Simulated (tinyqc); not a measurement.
# Trap density and cross-section from triangular pulses

Question. In charge pumping, for a flat interface trap density D0 and a symmetric triangular wave, Qcp = -2 q A D0 Vt ln[vth s ni (dV/Va)/(2 f)], with s the geometric mean cross-section. Find D0, the frequency f0 where the line meets zero, and s.

Parameters, values chosen for the exercise: temperature T = 250 K; gate area A = 2.6 um^2; thermal velocity at 250 K, one nominal value for electrons and holes vth = 1.7e7 cm/s; Vth - Vfb dV = 0.7 V; pulse height Va = 2 V.

Constants: q = 1.602176634e-19 C, kB = 1.380649e-23 J/K, Vt = kB T/q. Results are converted to the units shown.

Qcp at f = 10000 and 1e6 Hz (fC): 0.012613272  0.043195847
ni = 1.5168761e12 cm^-3

Answer. Qcp is linear in ln f: the slope gives D0 and the zero gives s = 2 f0 Va/(vth ni dV).

D0 = 3.70e10 cm^-2 eV^-1
f0 = 1.50e3 Hz
s = 3.32e-16 cm^2

tinyqc, about 0.01 s, one thread, Intel Xeon 2.30GHz (shared host): `OMP_NUM_THREADS=1 python tinyqc.py 2030119 2030120 out.jsonl`
